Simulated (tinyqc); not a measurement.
Worked calculation: plane-wave Kohn-Sham cycle with exchange-only LDA in a layered model solid. One step of it, computed by the program tinyqc.

Task: Iteration 2: levels at that k. Diagonalise the Hermitian matrix.

H (hartree):
```
           -2         -1         +0         +1         +2
-2   0.161985  -0.256450  -0.029055  -0.000756   0.000007
-1  -0.256450  -0.245850  -0.256450  -0.029055  -0.000756
+0  -0.029055  -0.256450  -0.327417  -0.256450  -0.029055
+1  -0.000756  -0.029055  -0.256450  -0.082716  -0.256450
+2   0.000007  -0.000756  -0.029055  -0.256450   0.488253
```

Give: eigenvalues.

Result:

eigenvalues (hartree): -0.6787  -0.2597  0.0402  0.3009  0.5916
